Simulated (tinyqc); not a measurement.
Barrier and mass from two Fowler-Nordheim currents.

Inverse problem. Fowler-Nordheim tunnelling through a dielectric follows J = A F^2 exp(-B/F), A = q^2 me/(16 pi^2 hbar m1 phi1) (A/V^2 with phi1 in volts), B = (4/3) sqrt(m1/C) phi1^1.5 (V/nm), C = hbar^2/(2 m0). Find B, A, phi1 and m1.

Values chosen for this exercise: emitter mass in the supply function me = 0.35 m0.

Constants: q = 1.602176634e-19 C, hbar = 1.054571817e-34 J s, m0 = 9.1093837015e-31 kg, hbar^2/(2 m0) = 0.0380998212 eV nm^2. Results are converted to the units shown.

J at F = 0.62 and 1.49 V/nm (A/cm^2): [1.0105000e-5, 900.67673]

Answer. The slope of ln(J/F^2) against 1/F is -B and the intercept gives A. A fixes the product m1 phi1, and B = (4/3) phi1 sqrt(m1 phi1/C) then gives phi1.

B = 17.6 V/nm
A = 5.38e-7 A/V^2
phi1 = 2.57 eV
m1 = 0.390 m0

Numbers from tinyqc (`OMP_NUM_THREADS=1 python tinyqc.py 2540034 2540035 out.jsonl`; about 0.04 s on one thread of a shared Intel Xeon 2.30GHz).
